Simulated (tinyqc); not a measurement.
Zero-field barrier from two thresholds.

Inverse problem. The photoemission threshold over an interface barrier is Phi = P0 - sqrt(q F/(4 pi eps0 ei)). Find P0 and ei.

Constants: q = 1.602176634e-19 C, eps0 = 8.8541878128e-14 F/cm where lengths are in cm. Results are converted to the units shown.

thresholds at F = 0.3 and 3.9 MV/cm (eV): [3.6574464, 3.3641823]

Answer. Phi is linear in sqrt(F): the intercept is P0 and the slope gives ei.

P0 = 3.77 eV
ei = 3.41

Computed by the program tinyqc: `OMP_NUM_THREADS=1 python tinyqc.py 2410164 2410165 out.jsonl`, one thread of a shared Intel Xeon 2.30GHz, about 0.01 s for the whole run.
